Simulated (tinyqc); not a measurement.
# Vertical double-diffused power MOSFET, components of the on-resistance: On-resistance against the width of the p body in one cell

Stripe cells of pitch Wp + a, two channels a cell. Current flows through the channels, spreads in the accumulation layer, passes the gap between the p bodies and spreads at 45 degrees into the drift layer below them. Low drain voltage, full ionisation.

Triangular field at breakdown with Ec = Kc N^(1/8): BV = eps0 eps_r Ec^2/(2 q N), so N = (eps0 eps_r Kc^2/(2 q BV))^(4/3); W = 2 BV/Ec; mu = mud (T/300 K)^(-bt); rho = 1/(q mu N); ideal resistance rho W. Pitch p = Wp + a, Cox = 3.9 eps0/tox; zero-bias depletion in the gap w0 = sqrt(2 eps0 eps_r Vbi/(q N Nj)), open gap g = a - 2 w0; R_ch = Lc p/(2 mch Cox Vov); R_acc = 0.6 a p/(4 mac Cox Vov), 0.6 being an empirical factor for current leaving the layer along its length; R_gap = (rho/Nj) xp p/g; spreading depth t = min(W, (p - g)/2); R_drift = (rho p/2) ln((g + 2 t)/g) + rho (W - t); R_on = the sum with Rs.

Inputs (values chosen for the exercise); bulk values close to those of gallium nitride:
- T = 350 K (temperature)
- eps_r = 9.37 (relative permittivity)
- Kc = 25600 V/cm per (cm^-3)^(1/8) (critical-field constant)
- BV = 6500 V (rated breakdown voltage of the drift layer)
- mud = 879 cm^2/(V s) (drift mobility at 300 K)
- bt = 2.3 (temperature exponent of the drift mobility)
- tox = 54 nm (gate oxide thickness (eps_r 3.9))
- Vov = 13 V (gate overdrive)
- mch = 22 cm^2/(V s) (channel mobility)
- mac = 120 cm^2/(V s) (accumulation-layer mobility)
- Lc = 1.4 um (channel length)
- a = 4.1 um (gap between neighbouring p bodies)
- xp = 1.5 um (depth of the p body)
- Nj = 1 (doping of the gap over the drift doping)
- Vbi = 3.02 V (built-in voltage of the body junction)
- Rs = 0.17 mohm cm^2 (substrate and contact resistance)

Constants: q = 1.602176634e-19 C, eps0 = 8.8541878128e-14 F/cm where lengths are in cm. Results are converted to the units shown.

The same in every row: ideal (mohm cm^2) = 38.540.

On-resistance against the width of the p body in one cell:

| Wp (um) | R_ch (mohm cm^2) | R_acc (mohm cm^2) | R_gap (mohm cm^2) | R_drift (mohm cm^2) | R_on (mohm cm^2) | largest term |
|---|---|---|---|---|---|---|
| 3.4 | 2.8706 | 0.46237 | 5.0129 | 40.560 | 49.076 | drift |
| 4.2 | 3.1768 | 0.51169 | 5.5476 | 40.986 | 50.392 | drift |
| 5.1 | 3.5213 | 0.56718 | 6.1492 | 41.494 | 51.902 | drift |
| 6.2 | 3.9423 | 0.63499 | 6.8844 | 42.151 | 53.783 | drift |
| 7.6 | 4.4781 | 0.72130 | 7.8201 | 43.038 | 56.228 | drift |
| 9.3 | 5.1288 | 0.82611 | 8.9564 | 44.183 | 59.264 | drift |
| 11 | 5.7795 | 0.93091 | 10.093 | 45.394 | 62.367 | drift |
| 14 | 6.9277 | 1.1159 | 12.098 | 47.668 | 67.980 | drift |

What does the table show?

R_on rises from 49.1 to 68.0 mohm cm^2. The drift term is the largest at Wp = 3.4 and in all other rows. R_on is 1.27 times the ideal drift resistance in the first row and 1.76 times in the last.

tinyqc, about 0.01 s, one thread, Intel Xeon 2.30GHz (shared host): `OMP_NUM_THREADS=1 python tinyqc.py 2230136 2230137 out.jsonl`
